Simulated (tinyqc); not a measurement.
# Chemical-mechanical planarisation: Preston law, pattern density and step-height reduction, step by step

A worked calculation. Computed by tinyqc, a small Python program that keeps every step. Command: `OMP_NUM_THREADS=1 python tinyqc.py 3004318 3004319 out.jsonl cmp walk`. One thread of a shared host (Intel(R) Xeon(R) Processor @ 2.30GHz), about 0.01 s of CPU time with the checks. Intermediate numbers are printed to about 7 digits and carried at full precision; extremes and crossings named in words are read from the listed rows.

A row of 10 cells, repeated periodically, holds raised features that cover a share rho of each cell.

Inputs (values chosen for the exercise, close to those used for oxide polishing):
```
quantity,value,unit
Preston coefficient K,2.3e-13,1/Pa
pressure P,26,kPa
platen and carrier speed,93,rpm
distance between the centres,19,cm
initial step height h0,800,nm
contact height h_c,200,nm
film above the raised areas z0,1400,nm
cell size,1,mm
planarisation length,1.9,mm
polish time t,71,s
```

local pattern densities, cell by cell: [0.2, 0.25, 0.5, 0.25, 0.7, 0.2, 0.5, 0.8, 0.6, 0.4]

## Blanket rate

With equal rotation speeds the relative speed is uniform, v = omega r_c; Preston rate R0 = K P v.

relative speed v = 1.850398 m/s

blanket rate R0 = 11.06538 nm/s

## Effective density

The stiff pad averages the density: rho_eff(i) = sum_j w_ij rho_j / sum_j w_ij, w = exp(-2 d^2/L^2), L the planarisation length and d the distance between cell centres, summed over all periodic images of cell j.

normalised weights (images included) for cells 0, 1, 2, ... apart: [0.4199392, 0.2413126, 0.0457890, 0.0028690, 0.0000594, 0.0000008]

effective densities: [0.2942928, 0.3074560, 0.3736234, 0.4172450, 0.4513974, 0.4248361, 0.5127145, 0.6314809, 0.5749535, 0.4120005]

Local densities span 0.2 to 0.8, effective ones 0.294 to 0.631.

## State at time t

While h > h_c only raised areas polish, at R0/rho_eff, until t_c = rho_eff (h0 - h_c)/R0. After that h = h_c exp(-(t - t_c)/tau), tau = rho_eff h_c/R0; low areas polish at R0 (1 - h/h_c) and raised areas at R0 [1 + (1 - rho_eff) h/(rho_eff h_c)]. Removed from raised areas after t_c: h0 - h_c + R0 (t - t_c) + (1 - rho_eff)(h_c - h); from low areas: R0 (t - t_c) - rho_eff (h_c - h). Film left = z0 less the removal from raised areas.

Cells:
```
cell,rho_eff,t_c (s),step h (nm),"removed, raised (nm)","removed, low (nm)",film left on raised areas (nm)
1,0.2942928,15.95749,0.006412,1350.203,550.2097,49.7967
2,0.3074560,16.67124,0.011354,1339.669,539.6807,60.3306
3,0.3736234,20.25904,0.109098,1286.675,486.7841,113.3250
4,0.4172450,22.62435,0.327483,1251.655,451.9826,148.3449
5,0.4513974,24.47620,0.667634,1224.158,424.8255,175.8422
6,0.4248361,23.03596,0.387478,1245.550,445.9378,154.4497
7,0.5127145,27.80101,1.890279,1174.549,376.4396,225.4507
8,0.6314809,34.24089,7.985963,1077.514,285.5003,322.4857
9,0.5749535,31.17580,4.332284,1123.838,328.1701,276.1622
10,0.4120005,22.33997,0.290497,1255.871,456.1613,144.1292
```

range of film left across the row = 272.6889 nm

largest remaining step = 7.985963 nm

thinnest film left = 49.79674 nm

10 of 10 cells have reached contact. The cell with the lowest rho_eff has lost the most film from its raised areas.

## Local against global planarity over time

Times are multiples of h0/R0; the range is the largest minus the smallest removal from raised areas.

Steps and range (nm):
```
multiple,t (s),largest step,smallest step,range across the row,mean removal from raised areas
0.10,7.2298,673.3137,528.1619,145.1518,191.946
0.20,14.4595,546.6273,256.3237,290.3036,383.892
0.30,21.6893,419.9410,68.0842,376.4592,565.406
0.45,32.5339,229.9115,8.8637,348.2221,769.213
0.60,43.3785,89.8128,1.1539,302.0338,916.309
0.80,57.8380,25.3015,0.0761,279.0208,1085.454
1.00,72.2976,7.1278,0.0050,272.3736,1247.408
1.30,93.9868,1.0658,0.0001,270.1432,1487.928
1.70,122.9059,0.0846,0.0000,269.7816,1807.995
```

Local steps shrink to 0.085 nm or less, but the range across the row reaches up to 376.5 nm among these rows and ends at 269.8 nm, against the limit (largest - smallest rho_eff) h0 = 269.8 nm: once flat, all cells polish alike and the difference stays. Evener density (dummy fill), a longer planarisation length or a smaller initial step reduces it. Caution: in the last rows the removal passes z0 somewhere, so they describe a thicker film than the one given.

Checks made by the program: volume removed per cell equals R0 t (relative difference below 1e-10).
